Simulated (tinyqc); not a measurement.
Worked calculation: plane-wave Kohn-Sham cycle with exchange-only LDA in a layered model solid. One step of it, computed by the program tinyqc.

Question. Iteration 2: Hamiltonian at one k. H(m,m') = (k + G_m)^2/2 delta + V(G_m - G_m'), with V(-G) = V(G).

A solid whose potential varies along x alone (atomic units):
```
parameter                      value
period a                    7.200000
cross-section of the cell  27.000000
electrons per cell                 2
grid points                       16
plane waves -n..n, n               3
k points                           3
V1 in V1 cos(2 pi x/a)     -0.610000
```

V(G_m), m = 0, 1, 2, ... (hartree): [-0.173583, -0.248630, 0.007977, 0.000325, 0.000444, -0.000152, 0.000079]

k = 0.000000 2 pi / a

Give: H.

Answer.

H (hartree), order -3, -2, -1, +0, +1, +2, +3:
$$\begin{pmatrix}
3.253 & -0.249 & 0.008 & 0.000 & 0.000 & 0.000 & 0.000 \\
-0.249 & 1.350 & -0.249 & 0.008 & 0.000 & 0.000 & 0.000 \\
0.008 & -0.249 & 0.207 & -0.249 & 0.008 & 0.000 & 0.000 \\
0.000 & 0.008 & -0.249 & -0.174 & -0.249 & 0.008 & 0.000 \\
0.000 & 0.000 & 0.008 & -0.249 & 0.207 & -0.249 & 0.008 \\
0.000 & 0.000 & 0.000 & 0.008 & -0.249 & 1.350 & -0.249 \\
0.000 & 0.000 & 0.000 & 0.000 & 0.008 & -0.249 & 3.253
\end{pmatrix}$$
